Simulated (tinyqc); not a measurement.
Inside a calculation. Model: defect equilibria of an oxide against oxygen pressure (mass action). Computed by tinyqc, a small Python program that keeps every step. Command: `OMP_NUM_THREADS=1 python tinyqc.py 3030359 3030360 out.jsonl brouwer walk`. One thread of a shared host (Intel(R) Xeon(R) Processor @ 2.30GHz), about 0.01 s of CPU time with the checks. Intermediate numbers are printed to about 6 digits and carried at full precision; extremes and crossings named in words are read from the listed rows.

Defects: oxygen vacancies V (charge +2), electrons n, holes p, the ionic partner X = V_M'''' (charge -4), and the dopant. Activities are taken equal to concentrations.

Inputs (values chosen for the exercise, for a model oxide):
```
quantity                           value             unit
reduction enthalpy H_r              3.47               eV
prefactor K_r0                   1.2e+70  cm^-9 atm^(1/2)
gap E_g                             2.88               eV
prefactor N_c N_v                8.6e+41            cm^-6
disorder enthalpy H_s               6.31               eV
prefactor K_s0                   1.2e+66            cm^-9
dopant density N_d               3.3e+17            cm^-3
temperature T                       1200                K
oxygen pressure P                  3e-06              atm
electron mobility mu_n              0.52       cm^2/(V s)
hole mobility mu_p                 0.015       cm^2/(V s)
vacancy diffusion prefactor D_0    0.075           cm^2/s
vacancy migration energy E_m         1.1               eV
```

Ionic disorder: Schottky, oxide MO2. Dopant (singly charged, fully ionised): acceptor.

Constants: k_B = 8.617333262e-05 eV/K; e = 1.602176634e-19 C.

## Equilibrium constants

K_r = K_r0 exp(-H_r/k_B T) = [V] n^2 P^(1/2); K_i = N_c N_v exp(-E_g/k_B T) = n p; K_s = K_s0 exp(-H_s/k_B T) = [X] [V]^2.

K_r = 3.20496e+55 cm^-9 atm^(1/2)

K_i = 6.90289e+29 cm^-6

K_s = 3.78746e+39 cm^-9

## Trial electron densities

Neutrality: 2 [V] + p = n + 4 [X] + N_d. With n as the unknown, [V] = K_r/(n^2 P^(1/2)), p = K_i/n, [X] = K_s/[V]^2; the log ratio is ln(positive/negative).

Densities (cm^-3):
```
n                 [V]            p          [X]  log ratio
1.00e+18  1.85038e+22  6.90289e+11  1.10617e-05    10.2337
1.00e+19  1.85038e+20  6.90289e+10  1.10617e-01     3.5787
1.00e+20  1.85038e+18  6.90289e+09  1.10617e+03    -3.2999
1.00e+21  1.85038e+16  6.90289e+08  1.10617e+07   -10.2047
1.00e+22  1.85038e+14  6.90289e+07  1.10617e+11   -17.1122
```

## Solution at the given pressure

The root is found by 60 bisections in ln n between n = 1e-10 and 1e25 cm^-3.

n = 3.32149e+19 cm^-3

[V] = 1.67724e+19 cm^-3

p = 2.07825e+10 cm^-3

[X] = 13.4634 cm^-3

The largest terms give the Brouwer balance 2 [V] = n; the smaller of the two terms is 99 % of the total charge of one sign.

## Conductivities

sigma_n = e n mu_n, sigma_p = e p mu_p, sigma_ion = 2 e [V] mu_V with mu_V = 2 e D/(k_B T) and D = D_0 exp(-E_m/k_B T); only the oxygen vacancies carry ionic current, and the ionic transport number is sigma_ion over the total.

sigma_n = 2.76724 S/cm

sigma_p = 4.99459e-11 S/cm

sigma_ion = 1.87101e-04 S/cm

total conductivity = 2.76743 S/cm

ionic transport number = 6.76085e-05

The conductor is mainly n-type electronic here.

## Brouwer diagram

The slope is d log n / d log P from this row and the one above; the last column names the largest term on each side. Pressures that give more than 3e21 cm^-3 are left out.

Log10 of the densities in cm^-3:
```
log10 P (atm)        n      [V]        p       [X]  slope of n    balance
-16            21.2689  20.9680   8.5701  -2.35760           -  2 [V] = n
-12            20.6022  20.3015   9.2369  -1.02464   -0.166690  2 [V] = n
-8             19.9351  19.6357   9.9040   0.30696   -0.166775  2 [V] = n
-4             19.2664  18.9730  10.5726   1.63225   -0.167169  2 [V] = n
0              18.5905  18.3248  11.2485   2.92875   -0.168969  2 [V] = n
```

Regimes: 2 [V] = n from log P = -16 to 0, where that balance predicts a slope of -1/6 and the table comes as close as -0.167. Rows with n or p near or above sqrt(N_c N_v) are degenerate, and n p = K_i is then only nominal.

## Conductivity against oxygen pressure

The formulas are those given above.

Log10 of the conductivities in S/cm:
```
log10 P (atm)    n-type    p-type     ionic     total  ionic transport number
-16             2.18964  -12.0491  -1.98455   2.18967             6.69553e-05
-12             1.52288  -11.3823  -2.65103   1.52291             6.69987e-05
-8              0.85578  -10.7152  -3.31682   0.85581             6.72000e-05
-4              0.18710  -10.0466  -3.97947   0.18713             6.81396e-05
0              -0.48878   -9.3707  -4.62772  -0.48874             7.26147e-05
```

The ionic transport number stays at or below about 7.3e-5: no electrolytic window. The total has no minimum inside this range.

Checks made by the program: the three mass-action laws (relative difference below 1e-10).
